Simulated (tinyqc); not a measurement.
Hydrogen passivation of interface dangling bonds: competing passivation and dissociation with distributed barriers: one step, computed by the program tinyqc.

P_b + H2 gives P_bH + H at the rate k_f [H2]; P_bH gives P_b + H at the rate k_d. All defects start unpassivated. E_f and E_d are Gaussian and independent.

Question. Distributed barriers. [H2] = solubility factor x p; a = k_f0 [H2] exp(-E_f/(k_B T)), d = k_d0 exp(-E_d/(k_B T)). For one pair of barriers the active share is y = [d + a exp(-(a + d) t)]/(a + d). Temperatures in kelvin are T(C) + 273.15. Average y over both Gaussians with 40 x 40 Gauss-Hermite points. Active density N0 y; threshold shift if each active defect holds one charge, e N0 y t_ox/(3.9 eps_0).

Inputs (values chosen for the exercise, close to those used for P_b centres at the silicon-oxide interface):
```
quantity                                      value          unit
defect density N0                           8.4e+11        1/cm^2
passivation prefactor k_f0                  9.4e-07        cm^3/s
mean passivation barrier E_f                   1.69            eV
spread sigma_f                                0.044            eV
dissociation prefactor k_d0                 1.3e+13           1/s
mean dissociation barrier E_d                  2.77            eV
spread sigma_d                                0.074            eV
H2 in the oxide per atm, solubility factor  1.3e+18  1/(cm^3 atm)
hydrogen pressure p                              10           atm
anneal temperature T                            700             C
anneal time t                                   140             s
oxide thickness                                 4.5            nm
```

Constants: k_B = 8.617333262e-05 eV/K; e = 1.602176634e-19 C; eps_0 = 8.8541878128e-12 F/m.

Give: active share y; active density; threshold shift.

Answer.

active share y = 4.598e-06

active density = 3.863e+06 1/cm^2

threshold shift = 8.065e-04 mV

Caution: densities below a few 1e9 per cm^2 are formal: other defects set the floor in real interfaces.
